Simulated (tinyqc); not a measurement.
Electron-beam lithography: double-Gaussian proximity function, edge placement and dose correction for parallel lines: one step, computed by the program tinyqc. Command: `OMP_NUM_THREADS=1 python tinyqc.py 3112594 3112595 out.jsonl proximity walk`. One thread of a shared host (Intel(R) Xeon(R) Processor @ 2.30GHz), about 0.01 s of CPU time with the checks.

Lines are infinitely long. Absorbed energy is counted so that the middle of a very large area written at dose 1 receives 1; the resist develops where it exceeds 1/2.

Task: Dose correction. Uncorrected edge energies are M 1. Solve M d = 1/2 for the doses d that put the mean edge energy of every line at the threshold.

M:
```
           1          2          3          4
1  0.2614176  0.1120901  0.0006905  0.0489616
2  0.0027373  0.3920383  0.0011228  0.1077863
3  0.0019729  0.1337085  0.2590220  0.1396478
4  0.0012315  0.1012256  0.0010996  0.3988010
```

Give: edge energies at dose 1; corrected doses; largest over smallest dose.

Result:

edge energies at dose 1: 1 0.42316, 2 0.50368, 3 0.53435, 4 0.50236

corrected doses: 1 1.2993, 2 0.9900, 3 0.8724, 4 0.9961

largest over smallest dose = 1.4893
